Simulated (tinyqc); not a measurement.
Worked calculation: band offset of a heterojunction with an interface dipole (two-band chains, self-consistent charge). Values are carried at full precision from step to step, so a last printed digit may differ when a step is redone from the rounded ones.

Sites alternate A, C. Left: A at -G1/2, C at +G1/2, hopping -t1; right: A at D - G2/2, C at D + G2/2, hopping -t2; the bonds across the two interfaces of a ring (C left to A right, C right to A left) have -sqrt(t1 t2). D is the offset of the mid-gaps, so Ev(right) - Ev(left) = D - (G2 - G1)/2 and Ec(right) - Ec(left) = D + (G2 - G1)/2. The closing bond has its sign reversed (antiperiodic ring). Half the levels are filled with two electrons each. The charge moved is q = (electrons on the left) less one a site; the mean over the two interfaces, q/2, is taken as the charge that crosses each, and its dipole opposes the offset: D = D0 - u q/2.

Inputs chosen for the exercise (gaps near those of SiC and SiO2; the chains and D0 are free models, so the offsets are not those of the real pair; not measured data):

| symbol | value | unit | meaning |
|---|---|---|---|
| G1 | 3.32 | eV | gap on the left |
| G2 | 9.35 | eV | gap on the right |
| t1 | 1.86 | eV | hopping on the left |
| t2 | 2.76 | eV | hopping on the right |
| D0 | -1.32 | eV | mid-gap of the right side above that of the left, without dipole |
| n | 3 |  | cells a side in the small ring |
| u | 7.8 | eV | potential step per electron moved across |
| mx | 0.5 |  | mixing |

## The small ring at D = D0

Fill in H.

H (eV), lower triangle:
```
         AL1      CL1      AL2      CL2      AL3      CL3      AR1      CR1      AR2      CR2      AR3     CR3
AL1  -1.6600
CL1  -1.8600   1.6600
AL2        0  -1.8600  -1.6600
CL2        0        0  -1.8600   1.6600
AL3        0        0        0  -1.8600  -1.6600
CL3        0        0        0        0  -1.8600   1.6600
AR1        0        0        0        0        0  -2.2657  -5.9950
CR1        0        0        0        0        0        0  -2.7600   3.3550
AR2        0        0        0        0        0        0        0  -2.7600  -5.9950
CR2        0        0        0        0        0        0        0        0  -2.7600   3.3550
AR3        0        0        0        0        0        0        0        0        0  -2.7600  -5.9950
CR3   2.2657        0        0        0        0        0        0        0        0        0  -2.7600  3.3550
```

## Levels and site charges

Diagonalise, fill the lower half with two electrons each, and sum the electrons on the left (L) less one a site.

levels (eV): -8.2292  -7.3982  -6.4538  -3.7762  -2.9938  -2.1043  1.9841  2.7511  3.6773  4.0066  4.9633  5.6532

electrons on the sites: AL1 1.6392, CL1 0.3839, AL2 1.6077, CL2 0.3849, AL3 1.6009, CL3 0.3059, AR1 1.7995, CR1 0.2101, AR2 1.7947, CR2 0.2082, AR3 1.7963, CR3 0.2687

q = -0.0775 electrons

Electrons move to the right, the side whose mid-gap lies lower.

## Self-consistent offset

From here on the ring has 24 cells a side.

Start at D = D0; D(out) = D0 - u q(D)/2; D(new) = D + mx (D(out) - D); stop when |D(out) - D| < 1e-7 eV.

Iterations:

| i | D (eV) | q | D(out) (eV) | D(out) - D |
|---|---|---|---|---|
| 0 | -1.32000 | -0.07741 | -1.01812 | 0.302 |
| 1 | -1.16906 | -0.06801 | -1.05475 | 0.114 |
| 2 | -1.11191 | -0.06451 | -1.06842 | 0.0435 |
| 3 | -1.09016 | -0.06318 | -1.07358 | 0.0166 |
| 4 | -1.08187 | -0.06268 | -1.07555 | 0.00632 |
| 5 | -1.07871 | -0.06249 | -1.07630 | 0.00241 |
| 6 | -1.07751 | -0.06241 | -1.07659 | 0.000920 |
| 7 | -1.07705 | -0.06239 | -1.07670 | 0.000351 |
| 8 | -1.07687 | -0.06238 | -1.07674 | 0.000134 |
| ... | ... | ... | ... | ... |
| 12 | -1.07676 | -0.06237 | -1.07676 | 2.84e-06 |
| 13 | -1.07676 | -0.06237 | -1.07676 | 1.08e-06 |
| 14 | -1.07676 | -0.06237 | -1.07676 | 4.13e-07 |
| 15 | -1.07676 | -0.06237 | -1.07676 | 1.58e-07 |
| 16 | -1.07676 | -0.06237 | -1.07676 | 6.01e-08 |

D = -1.0768 eV

Converged at i = 16: the dipole removes 18 % of the starting offset.

## Linear response

chi = (q(+h) - q(-h))/(2h) at D = 0 with h = 0.01 eV; S = 1/(1 + u chi/2); linear estimate D = S D0.

chi = 0.05652 1/eV
S = 0.8194
linear estimate of D = -1.0816 eV

The self-consistent value is -1.0768 eV, +4.8 meV from the estimate. At D = 0 no net charge crosses: the mid-gaps are the neutrality levels of these symmetric chains.

## The line-up

Ev(right) - Ev(left) = D - (G2 - G1)/2 and Ec(right) - Ec(left) = D + (G2 - G1)/2, for D0, for the self-consistent D and for D = 0. Type I: the offsets have opposite signs; type III: one valence edge lies above the other conduction edge; else type II.

Offsets (eV):

| case | D | valence | conduction | type |
|---|---|---|---|---|
| no dipole | -1.320 | -4.335 | 1.695 | type I (straddling) |
| self-consistent | -1.077 | -4.092 | 1.938 | type I (straddling) |
| neutrality levels aligned | 0.000 | -3.015 | 3.015 | type I (straddling) |

The dipole shifts both offsets alike and leaves the type.

## Checks

- q at D = 0 against zero, as particle-hole symmetry demands: both 0.000000.
- q at the self-consistent D on 24 against 48 cells a side: both -0.0624.

Program tinyqc; command `OMP_NUM_THREADS=1 python tinyqc.py 1482713 1482714 out.jsonl`; about 0.3 s on one thread of a shared Intel(R) Xeon(R) Processor @ 2.30GHz.
